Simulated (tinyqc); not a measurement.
Moment against band filling: Stoner model of a band ferromagnet.

Density of states per atom and spin: flat with a rise to the top, D(e) = (M/W) [1 - sp + 4 sp (e/W + 1/2)^3]. Levels e -/+ I m/2 for up and down spin, m = n_up - n_down, n_up + n_down = nd. At zero temperature e(N) is the energy below which N states lie, and E(m) = sum over spins of integral e D de - I m^2/4.

Inputs chosen for the exercise:
- W = 5 eV (band width, e from -W/2 to W/2)
- M = 5 (states per atom and spin)
- sp = 0.31 (shape parameter)
- I = 1.3 eV (Stoner parameter)

Rigid band, I fixed: a Slater-Pauling curve.

Results:

| nd | I D(EF) | m (muB) | m_max |
|---|---|---|---|
| 3.0 | 1.017 | 3.000 | 3.0 |
| 4.0 | 1.152 | 4.000 | 4.0 |
| 5.0 | 1.332 | 5.000 | 5.0 |
| 6.0 | 1.542 | 4.000 | 4.0 |
| 7.0 | 1.772 | 3.000 | 3.0 |
| 7.5 | 1.891 | 2.500 | 2.5 |
| 8.0 | 2.012 | 2.000 | 2.0 |
| 8.5 | 2.135 | 1.500 | 1.5 |
| 9.0 | 2.259 | 1.000 | 1.0 |
| 9.5 | 2.384 | 0.500 | 0.5 |

Give the missing row, nd = 6.5.

Computed row:
```
nd   I D(EF)  m (muB)  m_max
6.5    1.655    3.500    3.5
```

Magnetic fillings among those listed: 3.0, 4.0, 5.0, 6.0, 6.5, 7.0, 7.5, 8.0, 8.5, 9.0 and 9.5; the largest moment is 5.00 at nd = 5. At 3.0, 4.0, 5.0, 6.0, 6.5, 7.0, 7.5, 8.0, 8.5, 9.0 and 9.5 the moment is saturated and follows m_max, changing by one per electron.

Computed by tinyqc, a small Python program: `OMP_NUM_THREADS=1 python tinyqc.py 1650297 1650298 out.jsonl` (the numbers bound the seed that draws the inputs); one thread of a shared host (Intel(R) Xeon(R) Processor @ 2.30GHz), about 0.2 s for the whole set of steps.
